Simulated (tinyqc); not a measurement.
Temperatures in a stack of 2 dies with leakage feedback: one step of the calculation.

One-dimensional heat flow to a sink below die 0. The power of each die is released in a plane at its top; from the plane of die j > 0 heat crosses its silicon (ts), a bond layer and the wiring of die j - 1; from die 0 it crosses t0, paste and sink. Copper shares the path through bond and wiring in parallel: k_eff = fm km + (1 - fm) k. Silicon is taken at the temperature of the plane above it. Leakage is P_l exp((T - 350 K)/Tl).

Task. Resistances per area at 300 K. R = thickness/conductivity for each layer.

Parameters, values chosen for the exercise; conductivities of the order met in silicon, wiring layers, bonds and pastes:

| symbol | value | unit | meaning |
|---|---|---|---|
| k0 | 143 | W/(m K) | conductivity of silicon at 300 K |
| ts | 30 | um | thickness of a thinned die |
| t0 | 300 | um | thickness of the die next to the sink |
| tb | 14 | um | thickness of the wiring layers |
| kb | 2.5 | W/(m K) | conductivity of the wiring layers |
| tg | 30 | um | thickness of a bond layer |
| kg | 0.7 | W/(m K) | conductivity of the bond dielectric |
| fm | 0.03 |  | area share of copper through bond and wiring |
| km | 390 | W/(m K) | conductivity of copper |
| Rt | 0.12 | K cm^2/W | paste and lid |
| Rs | 0.49 | K cm^2/W | heat sink |

Find: thick die; thinned die; k_eff of the bond; k_eff of the wiring; bond plus wiring; paste plus sink.

Result.

thick die = 0.02098 K cm^2/W
thinned die = 0.002098 K cm^2/W
k_eff of the bond = 12.38 W/(m K)
k_eff of the wiring = 14.12 W/(m K)
bond plus wiring = 0.03415 K cm^2/W
paste plus sink = 0.6100 K cm^2/W

Numbers from tinyqc (`OMP_NUM_THREADS=1 python tinyqc.py 2162151 2162152 out.jsonl`; about 0.05 s on one thread of a shared Intel Xeon 2.30GHz).
